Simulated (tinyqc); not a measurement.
Inside a calculation: five-level k.p model folded onto the conduction band. Values are carried at full precision from step to step, so a last printed digit may differ when a step is redone from the rounded ones.

Second-order sums for the lowest conduction level at E: 1/m = 1 + Cm + (Ep/3)(2/E + 1/(E + Dso)) - (Ep2/3)(2/(E7 + D2 - E) + 1/(E7 - E)); g/2 = 1 + Cg - (Ep/3)(1/E - 1/(E + Dso)) - (Ep2/3)(1/(E7 - E) - 1/(E7 + D2 - E)). E is counted from the top of the valence band; E = Eg at the edge.

Constants: hbar^2/2m0 = 3.80998211 eV angstrom^2.

Values chosen for the exercise (near those of InAs; shifted at random, so the results belong to these values and not to a real crystal):
```
symbol  value  unit        meaning
Eg      0.416  eV          gap at Gamma to the s-like level
Dso     0.389  eV          spin-orbit splitting
Ep      21.4   eV          Kane energy
E7      4.34   eV          upper Gamma7 conduction level, from the valence top
D2      0.16   eV          its spin-orbit splitting, Gamma8 above Gamma7
Ep2     2.8    eV          Kane energy to the upper levels
Cm      -2                 remote term in 1/m
Cg      0                  remote term in g/2
k       0.021  1/angstrom  wave vector along z
```

## Mass and g factor term by term

Evaluate at E = Eg.

Terms:
```
level           part of 1/m  part of g
free + remote       -1.0000     2.0000
Gamma8 valence      34.2949   -34.2949
Gamma7 valence       8.8613    17.7226
Gamma8 upper        -0.4571     0.4571
Gamma7 upper        -0.2379    -0.4757
```

m = 0.0241 m0
g = -14.591

The valence levels give 43.16 to 1/m and the upper levels take 0.69 away. In g the two valence terms nearly cancel when Dso is small against Eg; here Dso/Eg = 0.94 and they leave -16.572, the upper pair -0.019.

## The matrix at one k

For k along z and one spin sector the level c couples to four states. With c0 = hbar^2/2m0, P = sqrt(Ep c0), P2 = sqrt(Ep2 c0): diagonal Eg + (1 + Cm) c0 k^2 for c, and 0, -Dso, E7 + D2, E7 for lh, so, G8 up, G7 up (their own dispersion is left out); couplings of c: sqrt(2/3) P k to lh, sqrt(1/3) P k to so, sqrt(2/3) P2 k to G8 up, sqrt(1/3) P2 k to G7 up (phases chosen real).

Fill in the matrix.

H (eV), lower triangle:
```
             c  lh        so    G8 up    G7 up
c      0.41432
lh     0.15483   0
so     0.10948   0  -0.38900
G8 up  0.05600   0         0  4.50000
G7 up  0.03960   0         0        0  4.34000
```

## Exact folding onto c

Solve E = H_cc + S(E), S(E) = sum_j H_cj^2/(E - H_jj), from E = H_cc, by plain substitution and by Newton steps on E - H_cc - S(E). The weight of c in the state is Z = 1/(1 - dS/dE). The exact level is the third eigenvalue of H from below.

Iterates (eV):
```
step  substitution   Newton
0          0.41432  0.41432
1          0.48593  0.47613
2          0.47616  0.47720
3          0.47733  0.47720
4          0.47719  0.47720
5          0.47720  0.47720
6          0.47720  0.47720
7          0.47720  0.47720
```

exact level = 0.47720 eV
Z = 0.8916

Substitution multiplies the error by about dS/dE = 1 - 1/Z = -0.122 a step, so it alternates; after 7 steps it is off by 2.8e-08 eV, while Newton is within 1e-5 eV from step 2 on.

## Loewdin series

Expanding E = H_cc + S(E) about Eg in powers of k^2, with s_n = sum_j H_cj^2/(Eg - H_jj)^n: order k^2: e2 = (1 + Cm) c0 k^2 + s1; order k^4: e4 = -s2 e2; order k^6: e6 = s3 e2^2 + s2^2 e2.

Give each order and the partial sums, counted from Eg.

s1 (eV), s2 (no unit), s3 (1/eV); (1 + Cm) c0 k^2 is H_cc - Eg: 0.07134  0.15730  0.35587

e2, e4, e6 (eV): 0.06966  -0.01096  0.00345

partial sums (eV): 0.06966  0.05871  0.06216

The exact value is 0.06120 eV; the errors of the partial sums are +8.46, -2.50 and +0.95 meV.

## Checks

- Curvature of the exact level at small k against the sum for 1/m: both 41.461.

tinyqc: `OMP_NUM_THREADS=1 python tinyqc.py 1081225 1081226 out.jsonl`; about 0.01 s, one thread, shared Intel(R) Xeon(R) Processor @ 2.30GHz.
